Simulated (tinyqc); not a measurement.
Graded p-n junction, non-linear Poisson equation by Newton steps: one step of the calculation.

One dimension, p side on the left, n side on the right; net doping C = (Nd - Na)/2 + ((Nd + Na)/2) tanh(x/Lg). The potential psi is counted from the intrinsic level, and the quasi-Fermi potentials are flat: 0 for holes and -V for electrons, so n = ni exp((psi + V)/Vt) and p = ni exp(-psi/Vt) (Boltzmann statistics, full ionisation, no current).

Task. Densities, residual and Jacobian diagonal. n_i = ni exp((psi_i + V)/Vt), p_i = ni exp(-psi_i/Vt), rho_i = p_i - n_i + C_i, g_i = (n_i + p_i)/Vt. Box widths w_i = (h_(i-1) + h_i)/2 in cm. Residual F_i = a_i (psi_(i+1) - psi_i) - a_(i-1) (psi_i - psi_(i-1)) + q rho_i w_i; Jacobian: a_(i-1) and a_i beside the diagonal, b_i = -a_(i-1) - a_i - q g_i w_i on it. The two end nodes are fixed.

Inputs (values chosen for the exercise):
- T = 273 K (temperature)
- V = 0.08 V (bias of the p side against the n side)

Constants: q = 1.602176634e-19 C, kB = 1.380649e-23 J/K, Vt = kB T/q. Results are converted to the units shown.

```
node  x (nm)  psi at the start (V)  net doping C (cm^-3)
0       -391           -0.25905861         -2.9999999e17
1       -312           -0.25905861         -2.9999948e17
2       -243           -0.25905861         -2.9998704e17
3       -183           -0.25905861         -2.9978887e17
4       -131           -0.25905861         -2.9763385e17
5      -86.7           -0.25905861         -2.8170892e17
6        -48           -0.25905861         -1.9829215e17
7      -14.5           -0.25905861          5.4383556e16
8       14.5            0.20061465          3.9561644e17
9       46.7            0.20061465          6.4260108e17
10      82.5            0.20061465          7.2784615e17
11       122            0.20061465          7.4640803e17
12       166            0.20061465          7.4953459e17
13       215            0.20061465          7.4995233e17
14       270            0.20061465          7.4999631e17
15       330            0.20061465          7.4999977e17
```

coupling a_i, interval 0 to 14 (F/cm^2): 1.7820454e-7  2.0403128e-7  2.3463598e-7  2.7073382e-7  3.1779139e-7  3.6377671e-7  4.2024354e-7  4.8545375e-7  4.3720990e-7  3.9324465e-7  3.5640908e-7  3.1995815e-7  2.8730936e-7  2.5596652e-7  2.3463598e-7
ni = 4.9512081e12 cm^-3

Find: n; p; residual F; diagonal b.

Result.

```
node  n (cm^-3)  p (cm^-3)
0       2.450e9   3.000e17
1       2.450e9   3.000e17
2       2.450e9   3.000e17
3       2.450e9   3.000e17
4       2.450e9   3.000e17
5       2.450e9   3.000e17
6       2.450e9   3.000e17
7       2.450e9   3.000e17
8      7.500e17    9.800e8
9      7.500e17    9.800e8
10     7.500e17    9.800e8
11     7.500e17    9.800e8
12     7.500e17    9.800e8
13     7.500e17    9.800e8
14     7.500e17    9.800e8
15     7.500e17    9.800e8
```

```
node  residual F (1e-7 C/cm^2)  diagonal b (F/cm^2)
1                        0.000            -1.550e-5
2                        0.000            -1.362e-5
3                        0.002            -1.195e-5
4                        0.018            -1.043e-5
5                        0.122            -9.161e-6
6                        0.588            -8.160e-6
7                        4.006            -7.290e-6
8                       -3.969            -1.655e-5
9                       -0.585            -1.820e-5
10                      -0.134            -1.998e-5
11                      -0.024            -2.200e-5
12                      -0.003            -2.436e-5
13                       0.000            -2.710e-5
14                       0.000            -2.986e-5
```

Computed by the program tinyqc: `OMP_NUM_THREADS=1 python tinyqc.py 2000081 2000082 out.jsonl`, one thread of a shared Intel Xeon 2.30GHz, about 0.04 s for the whole run.
